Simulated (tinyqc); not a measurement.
Heisenberg spin cluster by exact diagonalisation: multiplets, susceptibility, level crossings: one step, computed by the program tinyqc. Command: `OMP_NUM_THREADS=1 python tinyqc.py 3004071 3004072 out.jsonl spincl walk`. One thread of a shared host (Intel(R) Xeon(R) Processor @ 2.30GHz), about 0.01 s of CPU time with the checks.

H = J1 sum S_i.S_j over the bonds 1-2, 3-4 + J2 sum over 2-3 - g mu_B B S_z; J > 0 is antiferromagnetic.

Question. Thermal averages at zero field. Z = sum k (2S + 1) exp(-E/(k_B T)) over the table, k the number of multiplets; <S^2> likewise with the factor S (S + 1); chi T = N_A g^2 mu_B^2 <S^2>/(3 k_B) = 0.125049 g^2 <S^2> cm^3 K/mol (cgs, per mole of clusters); C = (<E^2> - <E>^2)/(k_B T)^2; entropy = ln Z + <E>/(k_B T).

Inputs (values chosen for the exercise, for a model cluster): g factor = 2.17; temperature T = 4.1 K.

Cluster: chain of four, J1 outer bonds and J2 in the middle. Spin s of each site: 0.5.

Levels at B = 0:
```
E (meV)    total S  number of multiplets
-1.776862        0                     1
-0.912571        1                     1
-0.362500        1                     1
0.221862         0                     1
0.497571         1                     1
0.777500         2                     1
```

Constants: k_B = 8.617333262e-05 eV/K.

Give: <S^2>; chi T; heat capacity; entropy.

Answer.

<S^2> = 0.4980

chi T = 0.2932 cm^3 K/mol

heat capacity = 1.718 k_B

entropy = 0.9850 k_B

Free spins would give <S^2> = 3 and the entropy 2.773 k_B; chi T is 17 % of the free value.
